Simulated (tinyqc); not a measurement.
Inside a calculation. Model: short-channel transistor, virtual-source model with series resistance.

Program tinyqc, `OMP_NUM_THREADS=1 python tinyqc.py 2380030 2380031 out.jsonl`; Intel Xeon 2.30GHz, shared host, one thread, about 0.01 s. Printed values are rounded.

The current per gate width is the charge at the top of the source barrier (the virtual source) times its velocity times a saturation function; al and be are fitting constants of the model. Units: I in uA/um, Rs in ohm um, so I Rs = 1e-6 I Rs in volts; Q in uC/cm^2, so I = 1e-4 Q vx0 Fsat with vx0 in cm/s.

Parameters, values chosen for the exercise:
- T = 325 K (temperature)
- Cinv = 1.52 uF/cm^2 (inversion capacitance)
- vx0 = 1.66e7 cm/s (velocity at the virtual source)
- mu = 570 cm^2/(V s) (apparent mobility)
- L = 12 nm (channel length)
- VT0 = 0.308 V (threshold at zero drain voltage)
- dl = 0.123 V/V (drain-induced barrier lowering)
- n0 = 1.19 (subthreshold factor)
- nd = 0.2 1/V (growth of n with drain voltage)
- al = 3.5 (threshold shift (in units of Vt) from weak to strong inversion)
- be = 1.6 (sharpness of saturation)
- Rs = 90 ohm um (series resistance of each contact)
- Vgs = 0.26 V (gate voltage)
- Vds = 0.05 V (drain voltage)

Constants: q = 1.602176634e-19 C, kB = 1.380649e-23 J/K, Vt = kB T/q. Results are converted to the units shown.

## Iteration 1: current through the series resistance

I at the start = 0 uA/um

Intrinsic voltages Vg' = Vgs - I Rs, Vd' = Vds - 2 I Rs. n = n0 + nd Vd', VT = VT0 - dl Vd', Ff = 1/(1 + exp((Vg' - VT + al Vt/2)/(al Vt))), Q = Cinv n Vt ln(1 + exp((Vg' - VT + al Vt Ff)/(n Vt))), Vdsat = (vx0 L/mu)(1 - Ff) + Vt Ff, Fsat = u/(1 + u^be)^(1/be) with u = Vd'/Vdsat, and I(out) = Q vx0 Fsat per width. (Fsat takes the sign of u.) Newton step: I(new) = I + (I(out) - I)/(1 - s), s = dI(out)/dI by a central difference with +/- 0.001 uA/um.

Vg' = 0.26 V
Vd' = 0.05 V
VT = 0.3018500 V
Ff = 0.4817442
Q = 0.03965380 uC/cm^2
Vdsat = 0.03160357 V
Fsat = 0.7826896
I(out) = 51.52078 uA/um
s = -0.1501896
I after iteration 1 = 44.79329 uA/um

## Iteration 2: current through the series resistance

As before.

Vg' = 0.2559686 V
Vd' = 0.04193721 V
VT = 0.3028417 V
Ff = 0.4945475
Q = 0.03659405 uC/cm^2
Vdsat = 0.03151470 V
Fsat = 0.7359860
I(out) = 44.70829 uA/um
s = -0.1545571
I after iteration 2 = 44.71967 uA/um

## Course of the iteration: current through the series resistance

Stop when I changes by less than 1e-7 uA/um, or after 80 iterations.

Course of the iteration:
```
iteration  I (uA/um)  |change| (uA/um)
1           44.79329              44.8
2           44.71967            0.0736
3           44.71967           3.24e-7
4           44.71967           < 1e-11
```

Converged in 4 iterations. The change falls from 45 in the first iteration to below the tolerance in the last.

## What the series resistance costs

converged I = 44.71967 uA/um
I0 = 51.52078 uA/um

Intrinsic voltages Vg' = Vgs - I Rs, Vd' = Vds - 2 I Rs. n = n0 + nd Vd', VT = VT0 - dl Vd', Ff = 1/(1 + exp((Vg' - VT + al Vt/2)/(al Vt))), Q = Cinv n Vt ln(1 + exp((Vg' - VT + al Vt Ff)/(n Vt))), Vdsat = (vx0 L/mu)(1 - Ff) + Vt Ff, Fsat = u/(1 + u^be)^(1/be) with u = Vd'/Vdsat, and I = Q vx0 Fsat per width. I0 is the current for Rs = 0. Effective velocity I/Q; transit time L Q/I.

loss against I0 = 13.20071 %
effective velocity = 1.221884e7 cm/s
transit time = 0.09820898 ps

The carriers leave the virtual source at 73.6 % of vx0.
